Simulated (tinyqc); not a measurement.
Telling the models apart: thermal, flicker and telegraph noise of a field-effect transistor. Computed by tinyqc, a small Python program. Command: `OMP_NUM_THREADS=1 python tinyqc.py 3027186 3027187 out.jsonl noise walk`. One thread of a shared host (Intel(R) Xeon(R) Processor @ 2.30GHz), about 0.01 s of CPU time with the checks.

Strong inversion, threshold roll-off and channel-length modulation left out; noise sources are uncorrelated and are given as one-sided spectral densities.

Inputs (values chosen for the exercise, modelled on a high-k silicon transistor):
```
quantity,value,unit
width W,250,micrometre
length L,920,nm
electrical oxide thickness t,2.3,nm
mobility mu,340,cm^2/(V s)
saturation velocity v_s,1,1e7 cm/s
oxide trap density N_t,3.2e+18,1/(eV cm^3)
oxide barrier phi,2.3,eV
oxide mass m_ox,0.27,m_0
Coulomb scattering coefficient alpha_sc,4500,V s/C
frequency f,10,Hz
temperature T,400,K
```

Operating region: saturation. Flicker model: number with correlated mobility.

Constants: eps_0 = 8.8541878128e-12 F/m; hbar = 1.054571817e-34 J s; m_0 = 9.1093837015e-31 kg; e = 1.602176634e-19 C; k_B = 8.617333262e-05 eV/K.

Method. C_ox = 3.9 eps_0/t; V_c = 2 v_s L/mu; I = W C_ox v_s V_ov^2/(V_ov + V_c); g_m = W C_ox v_s V_ov (V_ov + 2 V_c)/(V_ov + V_c)^2; g_d0 = mu C_ox (W/L) V_ov. Tunnelling length lambda = hbar/(2 sqrt(2 m_ox phi)); flat-band noise S_Vfb = e^2 k_B T lambda N_t/(W L C_ox^2 f). S_I = g_m^2 S_Vfb (1 + alpha_sc mu C_ox I/g_m)^2.

Against the overdrive:
```
V_ov (V),I (microampere),(g_m/I)^2 (1/V^2),S_I/I^2 (1/Hz),S_I/g_m^2 (V^2/Hz)
0.20,2675,96.468,9.9338e-11,1.0298e-12
0.25,4143,61.205,6.9277e-11,1.1319e-12
0.32,6706,36.912,4.7415e-11,1.2845e-12
0.40,10333,23.309,3.4337e-11,1.4731e-12
0.50,15873,14.675,2.5399e-11,1.7307e-12
0.63,24657,9.055,1.9044e-11,2.1032e-12
0.80,38671,5.471,1.4538e-11,2.6572e-12
1.00,58539,3.400,1.1599e-11,3.4110e-12
```

What follows from these numbers?

S_I/I^2 falls as V_ov^-1.62 at first and V_ov^-1.01 at the end; (g_m/I)^2 as V_ov^-2.04 and V_ov^-2.13. The input-referred noise rises by a factor 3.31, because trapped charge also scatters, and that term grows with I/g_m.
